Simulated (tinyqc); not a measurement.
# Gas flow in a process chamber: flow regimes, conductance, effective pumping speed, pump-down, outgassing and purge, step by step

A worked calculation. Computed by tinyqc, a small Python program that keeps every step. Command: `OMP_NUM_THREADS=1 python tinyqc.py 3120635 3120636 out.jsonl pump walk`. One thread of a shared host (Intel(R) Xeon(R) Processor @ 2.30GHz), about 0.09 s of CPU time with the checks. Intermediate numbers are printed to about 7 digits and carried at full precision; extremes and crossings named in words are read from the listed rows.

Ideal gas, isothermal flow, a pump of constant speed at the end of a round pipe; process gas, volume gas and outgassing are given the same properties. 1 sccm = 101325 Pa x 1e-6 m^3/60 s x T/273.15 K.

Inputs (values chosen for the exercise, modelled on hydrogen near room temperature):
```
quantity                     value            unit
molar mass M                 2.016           g/mol
molecular diameter            0.27              nm
viscosity eta                  8.9   micropascal s
temperature T                  350               K
chamber volume V               9.5               L
wall area                      2.7             m^2
pipe diameter d                  4              cm
pipe length l                  140              cm
pump speed S                    11             L/s
process gas flow                20            sccm
outgassing rate after 1 h  3.5e-06  Pa m^3/(s m^2)
outgassing exponent n          1.1               -
starting pressure p0          2900              Pa
target base pressure         2e-05              Pa
```

Constants: k_B = 1.380649e-23 J/K; u = 1.6605390666e-27 kg.

## Molecular flow

Mean speed c = sqrt(8 k_B T/(pi m)); aperture conductance C_a = c pi d^2/16; molecular pipe C_m = C_a/(1 + 3 l/(4 d)) (Dushman form); viscous pipe C_v = pi d^4 p_mean/(128 eta l); Knudsen interpolation C = C_v + C_m (1 + x)/(1 + 1.24 x), x = d p_mean sqrt(m/(k_B T))/eta. Effective speed 1/S_eff = 1/S + 1/C_m; time constant V/S_eff; pressure at which the free path k_B T/(sqrt2 pi d_m^2 p) equals d.

mean speed c = 1917.237 m/s

C_a = 602.3179 L/s

C_m = 22.10341 L/s

S_eff in molecular flow = 7.344787 L/s

time constant = 1.293434 s

pressure where the free path equals d = 0.3729915 Pa

The pipe passes on 67 % of the pump speed.

## Process pressure

Steady flow: the pump inlet is at p_2 = Q/S, and the chamber pressure p_1 solves Q = C((p_1 + p_2)/2) (p_1 - p_2). Residence time = p_1 V/Q. Knudsen number = free path at the mean pressure over d.

throughput Q = 43.27750 Pa L/s

p_2 = 3.934318 Pa

chamber pressure p_1 = 5.001514 Pa

conductance C = 40.55255 L/s

residence time = 1.097900 s

Knudsen number = 0.08348220

The flow in the pipe is transitional.

## Purging a well-mixed chamber

With steady flow a contaminant decays as exp(-t/residence time); gas used = flow x time.

time to dilute 1e3 times = 7.584027 s

time to dilute 1e6 times = 15.16805 s

gas used for 1e6 = 5.056018 standard cm^3

## Pump-down curve

Pump-down: V dp/dt = -S_eff(p) p + q(t) A, with S_eff = S p_2/p, where p_2 solves C((p + p_2)/2) (p - p_2) = S p_2 at each moment, and q(t) = q_1 (1 h/(t + 10 s))^n; integrated adaptively. At long times p = q(t) A/S_eff. S_eff(p) is tabulated at 260 pressures and interpolated in ln p. Comparison columns: p0 exp(-t/time constant) with the molecular S_eff (0 below 1e-26 p0), and the outgassing limit.

Pressure against time:
```
t (s)         p (Pa)  S_eff (L/s)  volume gas only (Pa)  outgassing limit (Pa)
0.3     2.049781e+03     10.98831          2.299680e+03           8.077266e-01
1       9.128777e+02     10.97381          1.338534e+03           7.513692e-01
3       9.240392e+01     10.75250          2.851626e+02           6.252413e-01
10      5.758245e-01      7.28496          1.272662e+00           3.892713e-01
30      1.917103e-01      7.22933          2.451000e-07           1.816015e-01
100     6.100891e-02      7.28202                     0           5.968338e-02
300     1.924527e-02      7.32085                     0           1.909358e-02
1000    5.219835e-03      7.33784                     0           5.207530e-03
3600    1.283517e-03      7.34305                     0           1.282707e-03
20000   1.950115e-04      7.34452                     0           1.949905e-04
100000  3.321593e-05      7.34474                     0           3.321525e-05
```

From t = 30 s on the pressure is within 20 % of the outgassing limit, which falls only as (t + 10 s)^-1.1: walls, not volume, set the time to base pressure. Early on viscous flow raises S_eff to 11.0 L/s, 1.5 times its molecular value.

## Time to base pressure

From the outgassing limit: t = 1 h x (q_1 A/(S_eff p_target))^(1/n) - 10 s; monolayer time at the target = 1e19 m^-2 x 4 k_B T/(p c) for unit sticking.

time to the target = 44.05479 h

monolayer time = 5.040869 s

Checks made by the program: throughput from C and the pressure drop (relative difference below 1e-10).
